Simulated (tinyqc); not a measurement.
Coherent transport through a tight-binding region between two chains, step by step. One step of it, computed by the program tinyqc.

Problem. Transmission at E = -0.68 eV. Surface Green function g = (E - i sqrt(4 t^2 - E^2)) / (2 t^2); self-energy tc^2 g on each contact site; G = (E - H - Sigma)^(-1); Gamma = -2 Im Sigma; T = Gamma_L Gamma_R |G_LR|^2; local density of states -Im G_ii / pi.

H of the central region (eV):
```
           1          2          3          4
1   0.000000  -1.750000   0.000000   0.000000
2  -1.750000   1.200000  -1.330000   0.000000
3   0.000000  -1.330000   1.200000  -2.040000
4   0.000000   0.000000  -2.040000   0.000000
```

Leads: semi-infinite chains with site energy 0:
```
parameter                           value
lead hopping t (eV)              1.770000
coupling to the left lead (eV)   0.220000
coupling to the right lead (eV)  1.210000
left contact site                       1
right contact site                      4
```

E = -0.680000 eV

Give: g; G; local density of states; transmission.

Solution.

g = -0.109-0.554i 1/eV

G (1/eV):
```
               1              2              3              4
1   0.995-0.483i   0.948-0.202i   0.030+0.351i  -0.590+0.455i
2   0.948-0.202i   0.362-0.092i   0.017+0.135i  -0.220+0.184i
3   0.030+0.351i   0.017+0.135i  -0.016-0.271i   0.465-0.338i
4  -0.590+0.455i  -0.220+0.184i   0.465-0.338i   0.572-0.432i
```

local density of states (1/eV): 0.154  0.029  0.086  0.137

transmission = 0.048
